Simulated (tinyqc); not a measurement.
Physical sputtering: collision-cascade yield, angular dependence, faceting and resputtering in deposition: one step, computed by the program tinyqc. Command: `OMP_NUM_THREADS=1 python tinyqc.py 3020447 3020448 out.jsonl sputter walk`. One thread of a shared host (Intel(R) Xeon(R) Processor @ 2.30GHz), about 0.01 s of CPU time with the checks.

Ions start collision cascades; atoms that reach the surface with more than U leave. The target is amorphous or fine-grained.

Question. Oblique incidence. Angular law: Y/Y0 = t^f exp(-f cos(a_opt)(t - 1)), t = 1/cos(angle), largest at a_opt. A plane tilted by the angle recedes along the beam at a speed proportional to Y(angle), and along its own normal as Y cos(angle).

Inputs (values chosen for the exercise, modelled on krypton ions on germanium): angular exponent f = 2.6; angle of the largest yield = 76 degrees; angle of incidence = 55 degrees.

yield Y0 = 2.323534 atoms per ion

Give: Y/Y0 at the angle; yield at the angle; normal speed relative to a flat surface; largest Y/Y0.

Answer.

Y/Y0 at the angle = 2.658

yield at the angle = 6.176 atoms per ion

normal speed relative to a flat surface = 1.525

largest Y/Y0 = 5.578
